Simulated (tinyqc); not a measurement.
# Charge pumping in an n-channel transistor: effect of temperature

The gate is pulsed from accumulation to inversion and back. Energies E are counted from the intrinsic level; Dit(E) = D0 [1 + b (2 E/Eg)^2]. During each edge the traps near the bands emit their carriers, and those between Eh and Ee recombine once a cycle.

Nc and Nv are given at 300 K and scale as T^1.5, vth as T^0.5; Eg and the cross-sections are held. ni = sqrt(Nc Nv) exp(-Eg/(2 Vt)), Eg in volts; emission times te = (dV/Va) tf and th = (dV/Va) tr; Ee = -Vt ln(vth sn ni te), Eh = +Vt ln(vth sp ni th). Nit = integral of Dit from Eh to Ee = D0 [Ee - Eh + 4 b (Ee^3 - Eh^3)/(3 Eg^2)], Qcp = q A Nit, Icp = f Qcp.

Values chosen for this exercise; band and dielectric values close to those of silicon:

| symbol | value | unit | meaning |
|---|---|---|---|
| Eg | 1.11 | eV | band gap |
| Nc | 2.85e19 | cm^-3 | conduction-band density of states at 300 K |
| Nv | 2.65e19 | cm^-3 | valence-band density of states at 300 K |
| A | 18 | um^2 | gate area |
| D0 | 6e11 | cm^-2 eV^-1 | trap density at midgap |
| b | 1.3 |  | rise of the trap density towards the band edges |
| sn | 6.6e-16 | cm^2 | cross-section for electrons |
| sp | 1.4e-16 | cm^2 | cross-section for holes |
| vth | 1.6e7 | cm/s | thermal velocity at 300 K, one nominal value for electrons and holes |
| dV | 0.72 | V | Vth - Vfb |
| Va | 2.8 | V | pulse height |
| f | 18000 | Hz | frequency |
| tr | 5400 | ns | rise time |
| tf | 1100 | ns | fall time |

Constants: q = 1.602176634e-19 C, kB = 1.380649e-23 J/K, Vt = kB T/q. Results are converted to the units shown.

Effect of temperature:

| T (K) | Ee (eV) | Eh (eV) | Nit (cm^-2) | Icp (pA) |
|---|---|---|---|---|
| 180 | 0.3953 | -0.3947 | 5.781e11 | 300.1 |
| 220 | 0.3522 | -0.3515 | 4.958e11 | 257.4 |
| 260 | 0.3079 | -0.3070 | 4.180e11 | 217.0 |
| 300 | 0.2625 | -0.2614 | 3.447e11 | 178.9 |
| 340 | 0.2161 | -0.2149 | 2.756e11 | 143.0 |
| 380 | 0.1690 | -0.1677 | 2.100e11 | 109.0 |
| 420 | 0.1211 | -0.1196 | 1.474e11 | 76.51 |

The window Ee - Eh shrinks from 0.790 to 0.241 eV, since emission is faster when hot, and Icp falls from 300 to 76.5 pA.

Range of the model: The Fermi levels of inversion and accumulation are taken to lie beyond Ee and Eh, the flat tops to fill all traps, and no geometric current is added.

Program tinyqc, `OMP_NUM_THREADS=1 python tinyqc.py 2030026 2030027 out.jsonl`; Intel Xeon 2.30GHz, shared host, one thread, about 0.01 s.
